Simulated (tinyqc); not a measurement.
## Trap and transport parameters from the curve

Question. A layer shows an ohmic current q n0 mu V/L, then a square law (9/8) th eps0 eps_r mu V^2/L^3 above Vx = 8 q n0 L^2/(9 th eps0 eps_r), and trap filling at V_TFL = q Nt L^2/(2 eps0 eps_r). th = y/(1 + y), y = (Nc/Nt) exp(-Et/kB T). The square-law current at V is given. Find th, n0, Nt and Et.

Parameters, values chosen for the exercise:
- T = 250 K (temperature)
- eps_r = 23 (relative permittivity)
- mu = 17 cm^2/(V s) (mobility)
- L = 960 nm (thickness)
- Nc = 4.4e20 cm^-3 (band density of states)
- V = 3.5 V (voltage)

Constants: q = 1.602176634e-19 C, kB = 1.380649e-23 J/K, Vt = kB T/q, eps0 = 8.8541878128e-14 F/cm where lengths are in cm. Results are converted to the units shown.

Mott-Gurney J = 0.44829288 A/cm^2
Vx = 0.27910321 V
V_TFL = 26.827365 V

Answer. The square law gives th, Vx gives n0, V_TFL gives Nt, and th with Nt gives Et.

th = 8.313e-4
n0 = 3.600e11 cm^-3
Nt = 7.400e16 cm^-3
Et = 0.3400 eV

Numbers from tinyqc (`OMP_NUM_THREADS=1 python tinyqc.py 2370004 2370005 out.jsonl`; about 0.01 s on one thread of a shared Intel Xeon 2.30GHz).
